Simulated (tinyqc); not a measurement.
Precursor delivery and alloy composition in metal-organic vapour-phase epitaxy: one step, computed by the program tinyqc.

Carrier gas leaves each bubbler saturated. Group-III species cross a boundary layer and react at the surface; element 2 can also desorb. The film is (1)_(1-x) (2)_x V with a zinc-blende cell.

Question. Transport to the surface. Partial pressure p_i = p F_i/(44615 x total flow in slm); density n_i = p_i/(k_B T), 1 torr = 133.322 Pa; D = D0 (T/273.15)^1.75 (760/p), h = D/delta, the same for both; k_s = prefactor x exp(-energy/(k_B T)); arrival J_i = n_i/(1/h + 1/k_s); in layers per second g_i = J_i a^2/2 (two group-III sites per a^2 on (001)). Temperatures in kelvin are T(C) + 273.15.

Inputs (values chosen for the exercise, close to those used for AlGaAs from TMAl and TMGa):
```
quantity                                   value      unit
source 1: bath temperature                    23         C
source 2: bath temperature                    -1         C
total flow                                    22       slm
reactor pressure p                           200      torr
diffusivity D0 at 273.15 K and 760 torr     0.45    cm^2/s
boundary layer delta                         1.3        cm
prefactor of the surface rate k_s        3.2e+13      cm/s
energy of k_s                                  2        eV
lattice constant a                         5.655  angstrom
growth temperature T                         680         C
```

molar flows (micromol/min): F1 19.06189, F2 183.3683

Constants: k_B = 1.380649e-23 J/K; k_B = 8.617333262e-05 eV/K.

Give: densities; h; k_s; arrival rates.

Answer.

densities (1/cm^3): n1 3.935e+13, n2 3.785e+14

h = 11.72 cm/s

k_s = 851.4 cm/s

arrival rates (layers/s): g1 0.7273, g2 6.997

Growth is transport-limited. Caution: trimethylaluminium is largely a dimer in the vapour, which would double its metal flow; it is counted as a monomer here.
